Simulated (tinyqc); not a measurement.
Finite line against the semi-infinite law: electromigration in a confined line: Blech product, Korhonen stress evolution and Black's law. Computed by tinyqc, a small Python program. Command: `OMP_NUM_THREADS=1 python tinyqc.py 3017912 3017913 out.jsonl emigr walk`. One thread of a shared host (Intel(R) Xeon(R) Processor @ 2.30GHz), about 0.01 s of CPU time with the checks.

The electron wind pushes atoms from the cathode (x = 0) to the anode (x = L); blocking ends build a back stress (tension positive). The input rho is taken not to change with temperature. d sigma/dt = d/dx [kappa (d sigma/dx + G)], with zero flux at both ends and sigma = sigma_0 at t = 0.

Inputs (values chosen for the exercise, close to those used for cobalt lines):

| quantity | value | unit |
|---|---|---|
| resistivity rho | 11 | micro-ohm cm |
| atomic volume Omega | 11.1 | angstrom^3 |
| effective charge number Z* | 2.9 | - |
| prefactor D0 | 1.2e-06 | m^2/s |
| activation energy E | 1.26 | eV |
| effective modulus B | 44 | GPa |
| critical stress sigma_c | 340 | MPa |
| initial stress sigma_0 | 180 | MPa |
| current density j | 4.8 | MA/cm^2 |
| line length L | 13 | um |
| test temperature T | 260 | C |

Start: thermal stress.

Constants: e = 1.602176634e-19 C; k_B = 8.617333262e-05 eV/K; k_B = 1.380649e-23 J/K.

Method:
- G = Z* e rho j/Omega; D = D0 exp(-E/(k_B T)); kappa = D B Omega/(k_B T); drift velocity of an unconfined line v = D Z* e rho j/(k_B T). SI: 1 micro-ohm cm = 1e-8 ohm m, 1 MA/cm^2 = 1e10 A/m^2.
- Temperatures in kelvin are T(C) + 273.15.
- At steady state sigma(x) = sigma_0 + G (L/2 - x). A void forms only if the cathode stress reaches sigma_c, that is if j L exceeds (j L)_c = 2 Omega (sigma_c - sigma_0)/(Z* e rho). Time scale tau = L^2/kappa.
- sigma(x, t) = sigma_0 + G L [1/2 - x/L - 4 sum_(m odd) cos(m pi x/L) exp(-m^2 pi^2 s)/(m pi)^2], s = t/tau, summed to m = 399.
- Semi-infinite line: sigma(0, t) = sigma_0 + 2 G L sqrt(s/pi). One-term form: keep m = 1 alone.

tau = 479.877 h

stress gradient G = 221.014 MPa/um

Cathode stress (MPa):

| s | t (h) | full series | semi-infinite | one term |
|---|---|---|---|---|
| 0.002 | 9.5975e-01 | 325.0 | 325.0 | 474.9 |
| 0.005 | 2.3994e+00 | 409.2 | 409.2 | 508.2 |
| 0.01 | 4.7988e+00 | 504.2 | 504.2 | 561.6 |
| 0.02 | 9.5975e+00 | 638.5 | 638.5 | 660.7 |
| 0.05 | 2.3994e+01 | 904.2 | 904.9 | 905.7 |
| 0.1 | 4.7988e+01 | 1182.6 | 1205.2 | 1182.6 |
| 0.2 | 9.5975e+01 | 1454.8 | 1629.9 | 1454.8 |
| 0.4 | 1.9195e+02 | 1594.1 | 2230.4 | 1594.1 |
| 0.8 | 3.8390e+02 | 1616.2 | 3079.8 | 1616.2 |

What does the comparison show, and why?

Among these rows the semi-infinite law holds to 1 % up to s = 0.05 and the one-term form from s = 0.05 on: the far end is felt once sqrt(kappa t) is no longer small against L, and by then the terms with m > 1 have nearly died out. The critical stress 340 MPa is passed between s = 0.002 and 0.005. Caution: rows beyond sigma_c are formal, since a void ends the model there.
